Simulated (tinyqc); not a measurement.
Inside a calculation: smearing for a one-band metal on the simple cubic lattice. Values are carried at full precision from step to step, so a last printed digit may differ when a step is redone from the rounded ones.

Lattice vectors (units of a): a1 = (1, 0, 0), a2 = (0, 1, 0), a3 = (0, 0, 1). E(k) = -t A_1(k) - t2 A_2(k), A_m the sum of cos(k . R) over the 6 nearest and 12 second lattice vectors. Mesh k = sum (j_i/N) b_i, j_i = 0 .. N-1.

Values chosen for the exercise:
- t = 0.83 eV (nearest hopping)
- t2 = -0.15 eV (second hopping)
- N = 6 (unshifted mesh)
- ne = 0.54 (electrons per cell)
- sigma = 0.083 eV (width)

## Levels on the mesh

Evaluate the band and collect equal energies with their counts.

Distinct levels:

| E_k (eV) | points |
|---|---|
| -3.1800 | 1 |
| -2.9500 | 6 |
| -2.5700 | 12 |
| -2.4900 | 6 |
| -2.2600 | 3 |
| -2.0400 | 8 |
| -1.8100 | 24 |
| -1.4300 | 12 |
| -0.9800 | 24 |
| -0.4500 | 24 |
| 0.2300 | 12 |
| 0.6800 | 24 |
| 1.0600 | 3 |
| 1.5100 | 24 |
| 2.4900 | 6 |
| 2.9400 | 8 |
| 4.0700 | 12 |
| 5.3500 | 6 |
| 6.7800 | 1 |

19 distinct levels; the mean spacing is 0.553 eV.

## Fermi level with cold (Marzari-Vanderbilt) smearing

With x = (E_k - mu)/sigma: cold (Marzari-Vanderbilt) with y = x + 1/sqrt(2), f = erfc(y)/2 + exp(-y^2)/sqrt(2 pi), s = y exp(-y^2)/sqrt(2 pi). With weights w = points/N^d (d the dimension), mu solves 2 sum w f = ne; E = 2 sum w f E_k, S = 2 sum w s, F = E - sigma S.

Weights w = points/total. Bisection from the lowest and highest level; ten steps are shown.

Bisection:

| step | low (eV) | high (eV) | mu (eV) | electrons |
|---|---|---|---|---|
| 1 | -3.1800 | 6.7800 | 1.8000 | 1.6945 |
| 2 | -3.1800 | 1.8000 | -0.6900 | 0.8889 |
| 3 | -3.1800 | -0.6900 | -1.9350 | 0.3399 |
| 4 | -1.9350 | -0.6900 | -1.3125 | 0.6759 |
| 5 | -1.9350 | -1.3125 | -1.6238 | 0.5606 |
| 6 | -1.9350 | -1.6238 | -1.7794 | 0.4827 |
| 7 | -1.7794 | -1.6238 | -1.7016 | 0.5734 |
| 8 | -1.7794 | -1.7016 | -1.7405 | 0.5479 |
| 9 | -1.7794 | -1.7405 | -1.7599 | 0.5192 |
| 10 | -1.7599 | -1.7405 | -1.7502 | 0.5348 |

## Occupations and energies

Converge mu, then list x, f and s of each level and form the sums.

mu = -1.7465 eV

x, f and s of each level:

| E_k (eV) | x | f | s |
|---|---|---|---|
| -3.1800 | -17.27 | 1.0000 | 0.0000 |
| -2.9500 | -14.50 | 1.0000 | 0.0000 |
| -2.5700 | -9.92 | 1.0000 | 0.0000 |
| -2.4900 | -8.96 | 1.0000 | 0.0000 |
| -2.2600 | -6.19 | 1.0000 | 0.0000 |
| -2.0400 | -3.54 | 1.0001 | -0.0004 |
| -1.8100 | -0.76 | 0.9300 | -0.0228 |
| -1.4300 | 3.81 | 0.0000 | 0.0000 |
| -0.9800 | 9.24 | 0.0000 | 0.0000 |
| -0.4500 | 15.62 | 0.0000 | 0.0000 |
| 0.2300 | 23.81 | 0.0000 | 0.0000 |
| 0.6800 | 29.24 | 0.0000 | 0.0000 |
| 1.0600 | 33.81 | 0.0000 | 0.0000 |
| 1.5100 | 39.24 | 0.0000 | 0.0000 |
| 2.4900 | 51.04 | 0.0000 | 0.0000 |
| 2.9400 | 56.46 | 0.0000 | 0.0000 |
| 4.0700 | 70.08 | 0.0000 | 0.0000 |
| 5.3500 | 85.50 | 0.0000 | 0.0000 |
| 6.7800 | 102.73 | 0.0000 | 0.0000 |

E = -1.2052 eV
S = -0.0051
F = -1.2048 eV
(E + F)/2 = -1.2050 eV

Levels with f between 0.001 and 0.999: 1. f leaves the range 0 to 1: it runs from 0.0000 to 1.0001. For this scheme F itself has no term in sigma^2, so F is the estimate of the energy at zero width. That argument needs a smooth density of states, and the number of distinct levels within 2 sigma of mu is only 1, so it may fail on this mesh.

## Checks

- The slope dF/d sigma by finite differences against -S: both 0.0050978.
- The slope dF/d ne by finite differences against mu (eV): both -1.7465.

Run: tinyqc, `OMP_NUM_THREADS=1 python tinyqc.py 1650060 1650061 out.jsonl`; Intel(R) Xeon(R) Processor @ 2.30GHz, one thread, shared host; about 0.3 s of CPU time with all checks.
